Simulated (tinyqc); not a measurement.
Weibull analysis of times to dielectric breakdown, with area scaling: two steps of the calculation.

Breakdown times follow F(t) = 1 - exp(-(t/t63)^beta). The 11 times below were drawn at random from beta = 3.6, t63 = 83 s and are treated as data; all samples failed.

Parameters, values chosen for the exercise:
- A1 = 610 um^2 (area of a test capacitor)
- A2 = 6.7e6 um^2 (gate area of the product)
- Fp = 0.001 (allowed share of failed products)
- t63 = 83 s (characteristic time of a test capacitor)
- beta = 3.6 (Weibull slope)

Task 1. Straight-line fit. Least squares of W on ln t: beta = sum (x - mean x)(W - mean W)/sum (x - mean x)^2 with x = ln t, and ln t63 = mean x - mean W/beta.

| i | W | ln t |
|---|---|---|
| 1 | -2.7587708 | 3.4372078 |
| 2 | -1.8233277 | 3.4626060 |
| 3 | -1.3082586 | 3.5582011 |
| 4 | -0.9354913 | 3.8607297 |
| 5 | -0.6320411 | 4.2239098 |
| 6 | -0.3665129 | 4.3669130 |
| 7 | -0.1209809 | 4.3981460 |
| 8 | 0.1180324 | 4.5217886 |
| 9 | 0.3648942 | 4.7004804 |
| 10 | 0.6434238 | 4.7184989 |
| 11 | 1.0261449 | 4.7184989 |

Find: beta; t63.

Result 1.

beta = 2.0978
t63 = 83.919 s

beta is 42 % below the value that made the data and t63 1.1 % above it.

Task 2. Scale parameter and projection to the product. t63 = (mean of t^beta)^(1/beta). Defects are spread at random, so -ln(1 - F) is proportional to the area: t63(A2) = t63 (A1/A2)^(1/beta), and the time to the share Fp is t63(A2) (-ln(1 - Fp))^(1/beta).

| i | t (s) |
|---|---|
| 1 | 31.1 |
| 2 | 31.9 |
| 3 | 35.1 |
| 4 | 47.5 |
| 5 | 68.3 |
| 6 | 78.8 |
| 7 | 81.3 |
| 8 | 92 |
| 9 | 110 |
| 10 | 112 |
| 11 | 112 |

converged beta = 2.6344971

Find: t63; t63 of the product; time to Fp; decades lost against t63.

Result 2.

t63 = 82.200 s
t63 of the product = 2.4048 s
time to Fp = 0.17476 s
decades lost against t63 = 2.6724

The straight-line values give 0.0370 s for the time to Fp and the values that made the data 0.919 s: with 11 samples beta is uncertain by about 0.78/sqrt(n) = 24 %, and the projection hangs on 1/beta.

Program tinyqc, `OMP_NUM_THREADS=1 python tinyqc.py 2070014 2070015 out.jsonl`; Intel Xeon 2.30GHz, shared host, one thread, about 0.01 s.
